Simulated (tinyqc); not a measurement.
Stoner model of a band ferromagnet: sweeps and comparisons. A value that a table varies takes the place of the one given here.

Density of states per atom and spin: flat with a rise to the top, D(e) = (M/W) [1 - sp + 4 sp (e/W + 1/2)^3]. Levels e -/+ I m/2 for up and down spin, m = n_up - n_down, n_up + n_down = nd. At zero temperature e(N) is the energy below which N states lie, and E(m) = sum over spins of integral e D de - I m^2/4.

Constants: kB = 8.617333262e-05 eV/K.

Inputs chosen for the exercise: W = 4.6 eV (band width, e from -W/2 to W/2); M = 5 (states per atom and spin); nd = 8.05 (electrons per atom); sp = 0.35 (shape parameter); I = 0.69 eV (Stoner parameter).

## Moment against temperature

Fermi-Dirac occupations on 600 equal energy intervals; m is iterated from saturation until it changes by less than 1e-7 or for 400 rounds; the paramagnet is unstable while I times the mean of D weighted by -df/de exceeds 1.

Results:

| T/Tc | T (K) | m (muB) | I D(T) of the paramagnet |
|---|---|---|---|
| 0.10 | 329 | 1.950 | 1.238 |
| 0.30 | 988 | 1.925 | 1.234 |
| 0.50 | 1646 | 1.799 | 1.194 |
| 0.65 | 2140 | 1.608 | 1.141 |
| 0.80 | 2633 | 1.290 | 1.081 |
| 0.90 | 2963 | 0.947 | 1.040 |
| 0.95 | 3127 | 0.682 | 1.020 |
| 1.10 | 3621 | 0.000 | 0.961 |

Tc (from I D(T) = 1) = 3.29e+03 K

kB Tc = 0.284 eV, 0.21 of the exchange splitting at zero temperature. m keeps 0.92 of its first value at half Tc and 0.49 at 0.9 Tc. The model knows only Stoner excitations; spin waves and local moments bring the ordering temperature below the Stoner value.

## Moment against the Stoner parameter

Lowest state for each I.

Results:

| I (eV) | I D(EF) | m (muB) | E - E(0) (meV) |
|---|---|---|---|
| 0.34 | 0.610 | 0.000 | 0.0 |
| 0.45 | 0.808 | 0.000 | 0.0 |
| 0.51 | 0.915 | 0.000 | 0.0 |
| 0.56 | 1.005 | 1.013 | -0.4 |
| 0.62 | 1.113 | 1.950 | -54.8 |
| 0.70 | 1.256 | 1.950 | -130.8 |
| 0.84 | 1.507 | 1.950 | -263.9 |
| 1.01 | 1.813 | 1.950 | -425.5 |

A moment first appears at I = 0.56 eV of those listed, where I D(EF) = 1.005. It is saturated at 1.950 from I = 0.62 eV on.

## Moment against band filling

Rigid band, I fixed: a Slater-Pauling curve.

Results:

| nd | I D(EF) | m (muB) | m_max |
|---|---|---|---|
| 3.0 | 0.578 | 0.000 | 3.0 |
| 4.0 | 0.674 | 0.000 | 4.0 |
| 5.0 | 0.795 | 0.000 | 5.0 |
| 6.0 | 0.933 | 0.000 | 4.0 |
| 6.5 | 1.005 | 0.949 | 3.5 |
| 7.0 | 1.079 | 3.000 | 3.0 |
| 7.5 | 1.155 | 2.500 | 2.5 |
| 8.0 | 1.231 | 2.000 | 2.0 |
| 8.5 | 1.307 | 1.500 | 1.5 |
| 9.0 | 1.384 | 1.000 | 1.0 |
| 9.5 | 1.461 | 0.500 | 0.5 |

Magnetic fillings among those listed: 6.5, 7.0, 7.5, 8.0, 8.5, 9.0 and 9.5; the largest moment is 3.00 at nd = 7. At 7.0, 7.5, 8.0, 8.5, 9.0 and 9.5 the moment is saturated and follows m_max, changing by one per electron.

## What moves the moment

Lowest state for each case. Each row changes one parameter from the base and keeps the others.

Results:

| case | I D(EF) | m (muB) | E - E(0) (meV) |
|---|---|---|---|
| base | 1.238 | 1.950 | -121.3 |
| W = 4.232 eV | 1.346 | 1.950 | -164.1 |
| I = 0.745 eV | 1.337 | 1.950 | -173.6 |
| nd = 7.75 | 1.193 | 2.250 | -131.5 |
| sp = 0.45 | 1.423 | 1.950 | -190.2 |

The largest shifts from the base row, up to three for each result and ties (the steps differ in size, so this ranks the rows, not the parameters). I D(EF): sp +0.184, W +0.108, I +0.099. m (muB): nd +0.300; unchanged at the printed digits by W, I and sp. E - E(0) (meV): sp -68.8, I -52.3, W -42.8.

Computed by tinyqc, a small Python program: `OMP_NUM_THREADS=1 python tinyqc.py 1682544 1682545 out.jsonl` (the numbers bound the seed that draws the inputs); one thread of a shared host (Intel(R) Xeon(R) Processor @ 2.30GHz), about 0.3 s for the whole set of steps.
